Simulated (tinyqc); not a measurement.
# Worked calculation: all-pass ring resonator

Numbers from tinyqc (`OMP_NUM_THREADS=1 python tinyqc.py 2650024 2650025 out.jsonl`; about 0.01 s on one thread of a shared Intel Xeon 2.30GHz). Printed values are rounded.

A ring of length L = 2 pi Rr coupled to one bus waveguide: round-trip amplitude a = 10^(-al L/20), self-coupling t = sqrt(1 - k2). At detuning d from the resonance the round-trip phase is p = 2 pi d/FSR and the transmission T = (a^2 - 2 a t cos p + t^2)/(1 - 2 a t cos p + a^2 t^2). Lossless coupler, linear absorption only.

Parameters, values chosen for the exercise; values close to those of silicon waveguides: cold resonance wavelength lam = 1550 nm; ring radius Rr = 15 um; group index ng = 4.31; propagation loss al = 8.9 dB/cm; power coupling k2 = 0.0087; thermo-optic change of the effective index dT = 0.00017 1/K; thermal resistance Rt = 7.1 K/mW; share of the loss that heats the ring fa = 0.79; input power Pin = 0.12 mW; laser detuning from the cold resonance dl = -7.9 pm.

Constants: c = 299792458 m/s. Results are converted to the units shown.

## Resonance parameters

FSR = lam^2/(ng L), finesse F = pi sqrt(a t)/(1 - a t), FWHM = FSR/F, Q = lam/FWHM, Tmin = (a - t)^2/(1 - a t)^2, power build-up k2 a^2/(1 - a t)^2, optical bandwidth c/(lam Q).

a = 0.990389
t = 0.995640
FSR = 5.91446 nm
F = 223.980
FWHM = 26.4062 pm
Q = 58698.2
Tmin = -8.47288 dB
build-up = 43.9885
bandwidth = 3.29507 GHz

The ring is undercoupled; critical coupling needs k2 = 1 - a^2 = 0.0191.

## Iteration 1: thermal shift of the resonance

s at the start = 0 pm

T is the transmission at d = dl - s, p = 2 pi d/FSR; out = (lam dT/ng) Rt fa (1 - T) Pin; s(new) = s + 0.5 (out - s).

d = -7.9 pm
T = 0.368296
out = 25.9946 pm
s after iteration 1 = 12.9973 pm

## Iteration 2: thermal shift of the resonance

As before.

d = -20.8973 pm
T = 0.755247
out = 10.0716 pm
s after iteration 2 = 11.5344 pm

## Course of the iteration: thermal shift of the resonance

Stop when s changes by less than 1e-7 pm, or after 200 iterations.

Course of the iteration:
```
iteration   s (pm)  |change| (pm)
1          12.9973           13.0
2          11.5344           1.46
3          11.3412          0.193
4          11.3211         0.0201
5          11.3191        2.02e-3
6          11.3189        2.02e-4
7          11.3188        2.02e-5
8          11.3188        2.01e-6
9          11.3188        2.01e-7
10         11.3188        2.01e-8
```

Converged in 10 iterations. At the end each change is about 0.10 times the one before: linear convergence. The equation has 1 root(s).
